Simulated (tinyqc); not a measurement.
# Sheet resistance and Hall data of a diffused or implanted layer, step by step

A worked calculation. Computed by tinyqc, a small Python program that keeps every step. Command: `OMP_NUM_THREADS=1 python tinyqc.py 3025860 3025861 out.jsonl layer walk`. One thread of a shared host (Intel(R) Xeon(R) Processor @ 2.30GHz), about 0.01 s of CPU time with the checks. Intermediate numbers are printed to about 6 digits and carried at full precision; extremes and crossings named in words are read from the listed rows.

Carriers are taken equal to the net active doping down to the junction (full ionisation, which deep dopants in wide-gap hosts do not reach; no spill-over, no depletion), and the Hall factor is 1.

Inputs (values chosen for the exercise, modelled on arsenic in silicon):
```
quantity                                 value        unit
mu_min                                    49.9  cm^2/(V s)
mu_max                                    1390  cm^2/(V s)
N_ref                                    1e+17      1/cm^3
exponent alpha                            0.69           -
peak concentration N_0                 6.2e+17      1/cm^3
length scale l                            1200          nm
background doping N_B (opposite type)  2.8e+14      1/cm^3
probe current I                            0.5          mA
magnetic field B                             1           T
```

Profile: complementary error function. Activation: complete.

Constants: e = 1.602176634e-19 C.

## Dose and junction depth

N(x) = N_0 erfc(x/l), dose N_0 l/sqrt(pi), junction x_j = l erfc^-1(N_B/N_0).

dose = 4.19757e+13 1/cm^2

junction depth x_j = 2976.57 nm

## Profile

Mobility mu = mu_min + (mu_max - mu_min)/(1 + (N_t/N_ref)^alpha), N_t = active doping + N_B; carriers n = active doping - N_B, all dopants active. sigma = e n mu.

Depth, doping, carriers, mobility and conductivity at 2, 10, 20, 35, 50, 65, 80, 90 and 98 % of the layer:
```
x (nm)    N (1/cm^3)   n (1/cm^3)  mu (cm^2/(V s))  sigma (S/cm)
59.53    5.85322e+17  5.85042e+17           355.46   3.33190e+01
297.66   4.49961e+17  4.49681e+17           400.34   2.88430e+01
595.31   2.99421e+17  2.99141e+17           477.69   2.28945e+01
1041.80  1.36110e+17  1.35830e+17           648.48   1.41124e+01
1488.29  4.92508e+16  4.89708e+16           879.25   6.89862e+00
1934.77  1.40112e+16  1.37312e+16          1112.45   2.44736e+00
2381.26  3.10667e+15  2.82667e+15          1271.81   5.75980e-01
2678.92  9.87833e+14  7.07833e+14          1327.28   1.50523e-01
2917.04  3.63648e+14  8.36479e+13          1350.01   1.80927e-02
```

The mobility varies by a factor 3.8 across these points and the conductivity by 1840.

## Sheet values

Integrals from x_0 (0 unless stated) to x_j by the midpoint rule on 400 even intervals: 1/R_s = e int n mu dx; sheet density n_s = int n dx; Hall sheet density (int n mu dx)^2/int n mu^2 dx; Hall mobility int n mu^2 dx/int n mu dx. Mean conductivity 1/(R_s x_j); mean mobility 1/(e n_s R_s).

sheet resistance R_s = 306.209 ohm

sheet density n_s = 4.18863e+13 1/cm^2

mean mobility = 486.632 cm^2/(V s)

Hall sheet density = 3.77898e+13 1/cm^2

Hall mobility = 539.383 cm^2/(V s)

mean conductivity 1/(R_s x_j) = 10.9715 S/cm

Carriers amount to 99.8 % of the dose. A Hall measurement weights the mobile tail and reports 90.2 % of n_s.

## What the probes read

Collinear four-point probe on a large thin layer: V = I R_s ln(2)/pi. Van der Pauw on a symmetric sample: R = R_s ln(2)/pi as well. Hall voltage V_H = I B/(e x Hall sheet density); tangent of the Hall angle V_H/(I R_s).

four-point voltage = 33.7803 mV

Hall voltage = 8.25820 mV

tangent of the Hall angle = 0.0539383

## Shortcuts against the integral

Shortcuts: R_s = 1/(e Q mu) with the dose Q and the mobility at the (active) peak concentration; 1/(e n_s mu) with mu at N_t = n_s/x_j + N_B; 1/(e Q mu_max).

Sheet resistances:
```
method                                   R_s (ohm)  deviation (%)
integral                                   306.209         0.0000
dose, mobility at the peak                 429.501        40.2642
n_s, mobility at the mean concentration    232.505       -24.0698
dose, mu_max                               106.974       -65.0651
```

The closest shortcut is «n_s, mobility at the mean concentration» (-24.1 %). The peak mobility is the lowest in the layer, so with full activation it overestimates R_s.

## Stripping the layer step by step

After removing a depth d the integrals start at d. Differences between neighbouring rows give the local conductivity -d(1/R_s)/dx at the middle of the slice (the last slice uses one more step, not listed).

Differential sheet resistance:
```
removed d (nm)  R_s (ohm)  slice conductivity (S/cm)  sigma at mid-slice (S/cm)
0                   306.2                    31.6367                    31.6623
300                 431.7                    25.8168                    25.8260
600                 648.4                    19.7837                    19.7738
900                1054.2                    13.9914                    13.9610
1200               1890.8                     8.9231                     8.8744
1500               3828.5                     4.9974                     4.9404
1800               8986.8                     2.3964                     2.3468
2100              25392.4                     0.9595                     0.9272
```

R_s doubles after removing between 300 and 600 nm of a layer 2980 nm deep, so half the current flows above that depth. Where sigma exceeds a tenth of its largest listed value, the slice values agree with it within 2 %.

Checks made by the program: conductance integral against adaptive quadrature (relative difference 1e-06).
